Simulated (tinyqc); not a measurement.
Inside a calculation. Method: Pariser-Parr-Pople SCF with singles CI, for the molecule c1ccc2[nH]ccc2c1 (SMILES; centres numbered as the heavy atoms are written). One step of it, computed by the program tinyqc.

Problem. Iteration 2: Fock matrix. F_rr = H_rr + P_rr gamma_rr / 2 + sum_(s != r) P_ss gamma_rs; F_rs = H_rs - P_rs gamma_rs / 2; E = tr P (H + F) / 2 + core repulsion sum_(r<s) z_r z_s gamma_rs.

P after iteration 1:
```
           1C         2C         3C         4C         5N         6C         7C         8C
1C   0.960704   0.553058   0.064571  -0.319928   0.168812   0.010146  -0.127527  -0.033735
2C   0.553058   0.945111   0.712700  -0.035501  -0.134605   0.133072   0.067393  -0.221014
3C   0.064571   0.712700   0.979524   0.568479  -0.103766   0.008279   0.032521  -0.026681
4C  -0.319928  -0.035501   0.568479   1.214695   0.337739  -0.172189  -0.118757   0.410382
5N   0.168812  -0.134605  -0.103766   0.337739   1.725941   0.376135  -0.210297  -0.145914
6C   0.010146   0.133072   0.008279  -0.172189   0.376135   1.020178   0.839397  -0.035274
7C  -0.127527   0.067393   0.032521  -0.118757  -0.210297   0.839397   1.049537   0.441099
8C  -0.033735  -0.221014  -0.026681   0.410382  -0.145914  -0.035274   0.441099   1.175933
9C   0.609783   0.041025  -0.121941  -0.029519   0.045487  -0.244937  -0.050151   0.648084

           9C
1C   0.609783
2C   0.041025
3C  -0.121941
4C  -0.029519
5N   0.045487
6C  -0.244937
7C  -0.050151
8C   0.648084
9C   0.928377
```

core matrix H (eV):
```
            1C          2C          3C          4C          5N          6C          7C          8C
1C  -43.904731   -2.390000    0.000000    0.000000    0.000000    0.000000    0.000000    0.000000
2C   -2.390000  -44.155711   -2.390000    0.000000    0.000000    0.000000    0.000000    0.000000
3C    0.000000   -2.390000  -47.000718   -2.390000    0.000000    0.000000    0.000000    0.000000
4C    0.000000    0.000000   -2.390000  -53.048595   -2.240000    0.000000    0.000000   -2.390000
5N    0.000000    0.000000    0.000000   -2.240000  -59.063020   -2.240000    0.000000    0.000000
6C    0.000000    0.000000    0.000000    0.000000   -2.240000  -47.136379   -2.390000    0.000000
7C    0.000000    0.000000    0.000000    0.000000    0.000000   -2.390000  -46.784730   -2.390000
8C    0.000000    0.000000    0.000000   -2.390000    0.000000    0.000000   -2.390000  -51.239597
9C   -2.390000    0.000000    0.000000    0.000000    0.000000    0.000000    0.000000   -2.390000

            9C
1C   -2.390000
2C    0.000000
3C    0.000000
4C    0.000000
5N    0.000000
6C    0.000000
7C    0.000000
8C   -2.390000
9C  -45.998724
```

repulsion gamma_rs (eV):
```
           1C         2C         3C         4C         5N         6C         7C         8C
1C  11.130000   5.345539   3.871994   3.517359   2.763090   2.429924   2.837012   3.872154
2C   5.345539  11.130000   5.344569   3.872154   2.991827   2.429924   2.630518   3.517359
3C   3.871994   5.344569  11.130000   5.346287   4.012053   2.915316   2.948476   3.872515
4C   3.517359   3.872154   5.346287  11.130000   5.921551   4.046371   4.045268   5.345539
5N   2.763090   2.991827   4.012053   5.921551  16.800000   5.923586   4.367335   4.367523
6C   2.429924   2.429924   2.915316   4.046371   5.923586  11.130000   5.345983   4.046371
7C   2.837012   2.630518   2.948476   4.045268   4.367335   5.345983  11.130000   5.344325
8C   3.872154   3.517359   3.872515   5.345539   4.367523   4.046371   5.344325  11.130000
9C   5.344569   3.871994   3.517455   3.872515   3.116055   2.915316   3.738477   5.346287

           9C
1C   5.344569
2C   3.871994
3C   3.517455
4C   3.872515
5N   3.116055
6C   2.915316
7C   3.738477
8C   5.346287
9C  11.130000
```

Centres (angstrom, eV; a flat drawing with bonds scaled to 1.40 angstrom):
```
centre          x          y  core charge z          W   gamma_rr
1C       2.152000  -0.700000              1  11.160000  11.130000
2C       2.152000   0.700000              1  11.160000  11.130000
3C       0.939000   1.400000              1  11.160000  11.130000
4C      -0.273000   0.700000              1  11.160000  11.130000
5N      -1.605000   1.133000              2  25.600000  16.800000
6C      -2.427000   0.000000              1  11.160000  11.130000
7C      -1.605000  -1.133000              1  11.160000  11.130000
8C      -0.273000  -0.700000              1  11.160000  11.130000
9C       0.939000  -1.400000              1  11.160000  11.130000
```

Give: F; pi energy.

Solution.

F (eV):
```
         1C       2C       3C       4C       5N       6C       7C       8C
1C  -5.7005  -3.8682  -0.1250   0.5627  -0.2332  -0.0123   0.1809   0.0653
2C  -3.8682  -5.6877  -4.2945   0.0687   0.2014  -0.1617  -0.0886   0.3887
3C  -0.1250  -4.2945  -5.4719  -3.9096   0.2082  -0.0121  -0.0479   0.0517
4C   0.5627   0.0687  -3.9096  -5.5382  -3.2400   0.3484   0.2402  -3.4869
5N  -0.2332   0.2014   0.2082  -3.2400  -9.3046  -3.3540   0.4592   0.3186
6C  -0.0123  -0.1617  -0.0121   0.3484  -3.3540  -5.7580  -4.6337   0.0714
7C   0.1809  -0.0886  -0.0479   0.2402   0.4592  -4.6337  -5.1836  -3.5687
8C   0.0653   0.3887   0.0517  -3.4869   0.3186   0.0714  -3.5687  -5.1263
9C  -4.0195  -0.0794   0.2145   0.0572  -0.0709   0.3570   0.0937  -4.1224

         9C
1C  -4.0195
2C  -0.0794
3C   0.2145
4C   0.0572
5N  -0.0709
6C   0.3570
7C   0.0937
8C  -4.1224
9C  -5.3261
```

pi energy = -136.0300 eV
